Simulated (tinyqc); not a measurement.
# MOS inversion layer, Poisson-Schroedinger loop: effects of single changes

Electrons confined at an insulator interface at z = 0, treated as a hard wall; parabolic valleys, Hartree approximation, no image or exchange terms. The depletion charge lies far deeper than the electrons and gives a uniform field q Nd/(eps0 eps_r); the gate balances all charge. Energies are counted from the band edge at the interface.

Parameters, values chosen for the exercise; masses and permittivity close to those of silicon (110):
```
symbol,value,unit,meaning
T,300,K,temperature
eps_r,11.8,,relative permittivity
mz1,0.315,m0,mass along z of valley set A (4 valley(s))
md1,0.32,m0,in-plane density-of-states mass of set A
mz2,0.188,m0,mass along z of valley set B (2 valley(s))
md2,0.412,m0,in-plane density-of-states mass of set B
Ns,7e12,cm^-2,sheet density of electrons
Nd,7.2e11,cm^-2,sheet density of depletion charge
dE,0,eV,extra shift of set B (strain)
```

Constants: q = 1.602176634e-19 C, kB = 1.380649e-23 J/K, hbar = 1.054571817e-34 J s, m0 = 9.1093837015e-31 kg, Vt = kB T/q, eps0 = 8.8541878128e-14 F/cm where lengths are in cm, hbar^2/(2 m0) = 0.0380998212 eV nm^2. Results are converted to the units shown.

Each table varies one quantity; the others keep the values above.

## Effect of the sheet density of electrons

Schroedinger equation -(C/mz) psi'' + (V0 + U + dE for set B) psi = E psi, C = hbar^2/(2 m0), psi(0) = 0, on a uniform mesh of 800 nodes with a far wall at 31 nm, 8 levels a set; V0 = q Nd z/(eps0 eps_r); dU/dz = q (Ns - integral of n from 0 to z)/(eps0 eps_r), U(0) = 0; N_k = g md m0 q Vt/(pi hbar^2) ln(1 + exp((EF - E_k)/Vt)), g the number of valleys of the set, sum N_k = Ns. Triangular well: E_k = a_k (C F^2/mz)^(1/3), a_1 = 2.338107, a_2 = 4.087949, C = hbar^2/(2 m0), F in eV/nm. Fang-Howard (all electrons in the lowest level of set A): b^3 = 6 (mz1/C) q (Nd + 11 Ns/32)/(eps0 eps_r), centroid 3/b, level C b^2/(4 mz1) + (3/b) q (Nd + 11 Ns/16)/(eps0 eps_r). The centroid adds 3.9 z_av/eps_r to an oxide-equivalent thickness.

Results:

| Ns (cm^-2) | A1 (meV) | B1 (meV) | EF (meV) | share of A1 (%) | share of set A (%) | centroid z_av (nm) | added oxide equivalent (nm) | Fang-Howard centroid (nm) |
|---|---|---|---|---|---|---|---|---|
| 1e11 | 61.5 | 72.6 | -80.2 | 57.5 | 71.9 | 4.22 | 1.39 | 3.61 |
| 2.1e11 | 65.9 | 77.5 | -56.2 | 58.3 | 72.1 | 4.13 | 1.36 | 3.55 |
| 4.5e11 | 75.0 | 87.6 | -26.6 | 59.7 | 72.7 | 3.95 | 1.30 | 3.44 |
| 9.7e11 | 93.3 | 108 | 13.0 | 62.4 | 73.7 | 3.64 | 1.20 | 3.23 |
| 2.1e12 | 128 | 146 | 70.1 | 66.8 | 75.6 | 3.20 | 1.06 | 2.91 |
| 9.4e12 | 291 | 324 | 282 | 78.8 | 82.3 | 2.16 | 0.715 | 2.08 |
| 2e13 | 465 | 515 | 488 | 84.4 | 86.2 | 1.70 | 0.562 | 1.67 |

Estimate the missing row, Ns = 4.4e12 cm^-2.

Computed row:

| Ns (cm^-2) | A1 (meV) | B1 (meV) | EF (meV) | share of A1 (%) | share of set A (%) | centroid z_av (nm) | added oxide equivalent (nm) | Fang-Howard centroid (nm) |
|---|---|---|---|---|---|---|---|---|
| 4.4e12 | 187 | 211 | 152 | 72.4 | 78.5 | 2.69 | 0.889 | 2.51 |

With this row back in the table: As Ns goes from 1e11 to 2e13, A1 rises from 61.5 to 465 meV, the share of A1 rises from 57.5 to 84.4 % and the centroid falls from 4.22 to 1.70 nm. A1 goes as Ns^(0.62) between the last two rows (a triangular well in the field of that charge alone gives 2/3). EF lies more than 2 meV above A1 for Ns = 2e13. The Fang-Howard centroid is 14 % below the full one in the first row, where A1 holds 57.5 %, and 1.6 % below it in the last, where A1 holds 84.4 %.

## Effect of the sheet density of depletion charge

Schroedinger equation -(C/mz) psi'' + (V0 + U + dE for set B) psi = E psi, C = hbar^2/(2 m0), psi(0) = 0, on a uniform mesh of 800 nodes with a far wall at 27 nm, 8 levels a set; V0 = q Nd z/(eps0 eps_r); dU/dz = q (Ns - integral of n from 0 to z)/(eps0 eps_r), U(0) = 0; N_k = g md m0 q Vt/(pi hbar^2) ln(1 + exp((EF - E_k)/Vt)), g the number of valleys of the set, sum N_k = Ns.

Result of one run:

| Nd (cm^-2) | A1 (meV) | B1 (meV) | EF (meV) | share of A1 (%) | share of set A (%) | centroid z_av (nm) | added oxide equivalent (nm) | Fang-Howard centroid (nm) |
|---|---|---|---|---|---|---|---|---|
| 5e12 | 340 | 390 | 326 | 89.8 | 89.9 | 1.61 | 0.533 | 1.69 |

What becomes of these results when the sheet density of depletion charge Nd is changed from 5e12 to 1.6e12 cm^-2, all else the same?

Result of the changed run:

| Nd (cm^-2) | A1 (meV) | B1 (meV) | EF (meV) | share of A1 (%) | share of set A (%) | centroid z_av (nm) | added oxide equivalent (nm) | Fang-Howard centroid (nm) |
|---|---|---|---|---|---|---|---|---|
| 1.6e12 | 264 | 297 | 247 | 81.2 | 83.1 | 2.05 | 0.678 | 2.07 |

The whole series:

| Nd (cm^-2) | A1 (meV) | B1 (meV) | EF (meV) | share of A1 (%) | share of set A (%) | centroid z_av (nm) | added oxide equivalent (nm) | Fang-Howard centroid (nm) |
|---|---|---|---|---|---|---|---|---|
| 1e11 | 230 | 257 | 208 | 70.8 | 79.1 | 3.00 | 0.991 | 2.42 |
| 1.7e11 | 232 | 258 | 210 | 71.5 | 79.3 | 2.89 | 0.954 | 2.40 |
| 3.1e11 | 235 | 262 | 214 | 72.9 | 79.7 | 2.70 | 0.892 | 2.36 |
| 5.3e11 | 240 | 268 | 220 | 74.8 | 80.2 | 2.49 | 0.822 | 2.30 |
| 9.4e11 | 249 | 279 | 230 | 77.8 | 81.4 | 2.26 | 0.746 | 2.20 |
| 1.6e12 | 264 | 297 | 247 | 81.2 | 83.1 | 2.05 | 0.678 | 2.07 |
| 2.9e12 | 294 | 334 | 278 | 85.6 | 86.1 | 1.82 | 0.603 | 1.88 |
| 5e12 | 340 | 390 | 326 | 89.8 | 89.9 | 1.61 | 0.533 | 1.69 |

As Nd goes from 1e11 to 5e12, A1 rises from 230 to 340 meV, the share of A1 rises from 70.8 to 89.8 % and the centroid falls from 3.00 to 1.61 nm. A1 goes as Nd^(0.27) between the last two rows (a triangular well in the field of that charge alone gives 2/3). The Fang-Howard centroid is 19 % below the full one in the first row, where A1 holds 70.8 %, and 4.5 % above it in the last, where A1 holds 89.8 %.

Numbers from tinyqc (`OMP_NUM_THREADS=1 python tinyqc.py 2160164 2160165 out.jsonl`; about 1 s on one thread of a shared Intel Xeon 2.30GHz).
